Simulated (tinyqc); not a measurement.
Worked calculation: special k points of the fcc lattice. Values are carried at full precision from step to step, so a last printed digit may differ when a step is redone from the rounded ones.

Lattice vectors in units of a: a1 = (0, 1/2, 1/2), a2 = (1/2, 0, 1/2), a3 = (1/2, 1/2, 0); reciprocal vectors b_i with a_i . b_j = 2 pi delta_ij. Mesh: k = sum_i f_i b_i with f_i = (2 j_i + shift)/(2 N), j_i = 0 .. N-1. The point group of the lattice has 48 operations; only those that map the mesh onto itself are used.

Values chosen for the exercise: N = 6 (points along each reciprocal vector); shift = 0 (half steps); D = 2.1 eV (half gap term); t = 0.39 eV (coupling); e0 = 1.72 eV (offset).

## Irreducible points and weights

Join points that an operation carries into one another (modulo reciprocal vectors); list each class by its first point in the order of (j1, j2, ...).

Irreducible points:

| f1 | f2 | f3 | weight |
|---|---|---|---|
| 0.0000 | 0.0000 | 0.0000 | 1 |
| 0.0000 | 0.0000 | 0.1667 | 8 |
| 0.0000 | 0.0000 | 0.3333 | 8 |
| 0.0000 | 0.0000 | 0.5000 | 4 |
| 0.0000 | 0.1667 | 0.1667 | 6 |
| 0.0000 | 0.1667 | 0.3333 | 24 |
| 0.0000 | 0.1667 | 0.5000 | 24 |
| 0.0000 | 0.1667 | 0.6667 | 24 |
| 0.0000 | 0.1667 | 0.8333 | 12 |
| 0.0000 | 0.3333 | 0.3333 | 6 |
| 0.0000 | 0.3333 | 0.5000 | 24 |
| 0.0000 | 0.3333 | 0.6667 | 12 |
| 0.0000 | 0.5000 | 0.5000 | 3 |
| 0.1667 | 0.3333 | 0.5000 | 24 |
| 0.1667 | 0.3333 | 0.6667 | 24 |
| 0.1667 | 0.5000 | 0.6667 | 12 |

operations that keep the mesh = 48
irreducible points = 16

The weights add up to 216 = N^3; symmetry saves a factor 13.5.

## Which stars the mesh integrates

A_m(k) = sum over the m-th star of lattice vectors R of cos(k . R), stars in order of length: m = 1: |R|^2 = 0.5, 12 vectors, such as (1, 0, 0) in the basis a_i; m = 2: |R|^2 = 1, 6 vectors, such as (1, 1, -1) in the basis a_i; m = 3: |R|^2 = 1.5, 24 vectors, such as (2, 0, -1) in the basis a_i; m = 4: |R|^2 = 2, 12 vectors, such as (2, 0, 0) in the basis a_i; m = 5: |R|^2 = 2.5, 24 vectors, such as (2, 1, -1) in the basis a_i; m = 6: |R|^2 = 3, 8 vectors, such as (3, -1, -1) in the basis a_i. The zone mean of every A_m is zero.

Lattice vectors in units of a: a1 = (0, 1/2, 1/2), a2 = (1/2, 0, 1/2), a3 = (1/2, 1/2, 0); f are fractions of the reciprocal vectors. Evaluate the first six A_m at each irreducible point (k . R = 2 pi sum f_i n_i) and form the weighted means.

A_m at the points:
```
       m=1     m=2      m=3     m=4      m=5     m=6
1   12.000   6.000   24.000  12.000   24.000   8.000
2    9.000   3.000    9.000   3.000    0.000   1.000
3    3.000  -3.000   -3.000   3.000  -12.000  -1.000
4    0.000  -6.000    0.000  12.000    0.000  -8.000
5    8.000   3.000    4.000   0.000    4.000  -4.000
6    3.000   0.000   -6.000  -3.000    0.000  -2.000
7   -1.000  -3.000    1.000   3.000    4.000  -1.000
8    0.000  -3.000    0.000   0.000    0.000   4.000
9    5.000   0.000   -2.000  -3.000   -8.000   2.000
10   0.000   3.000  -12.000   0.000   12.000  -4.000
11  -3.000   3.000   -3.000   3.000    0.000   1.000
12  -3.000   0.000    6.000  -3.000    0.000   2.000
13  -4.000   6.000   -8.000  12.000   -8.000   8.000
14  -1.000   0.000   -2.000  -3.000    4.000   2.000
15  -3.000   0.000    6.000  -3.000    0.000  -2.000
16  -4.000   3.000    4.000   0.000   -8.000  -4.000
```

weighted means: m=1 0.000, m=2 0.000, m=3 0.000, m=4 0.000, m=5 0.000, m=6 0.000

All six means vanish: the mesh is exact for functions whose Fourier series ends within these stars.

## A zone average from the irreducible points

Test function, the lower band of a two-band insulator: E(k) = -sqrt(D^2 + (e0 - t A_1(k))^2).

Lattice vectors in units of a: a1 = (0, 1/2, 1/2), a2 = (1/2, 0, 1/2), a3 = (1/2, 1/2, 0). Evaluate E at each point and take the weighted mean; the reference uses the unshifted mesh with N = 24.

E at the points (eV): -3.6293  -2.7594  -2.1708  -2.7145  -2.5239  -2.1708  -2.9769  -2.7145  -2.1126  -2.7145  -3.5724  -3.5724  -3.8947  -2.9769  -3.5724  -3.8947

weighted mean = -2.9797 eV
reference mean = -2.9799 eV

The error is +0.17 meV with 16 points.

## Checks

- Weighted mean over irreducible points against the plain mean over the whole mesh (eV): both -2.979695.
- Reference mean against a mesh of N = 30 (eV): both -2.9799.

(tinyqc, `OMP_NUM_THREADS=1 python tinyqc.py 1650187 1650188 out.jsonl`, Intel(R) Xeon(R) Processor @ 2.30GHz, 1 thread, shared host, about 0.2 s.)
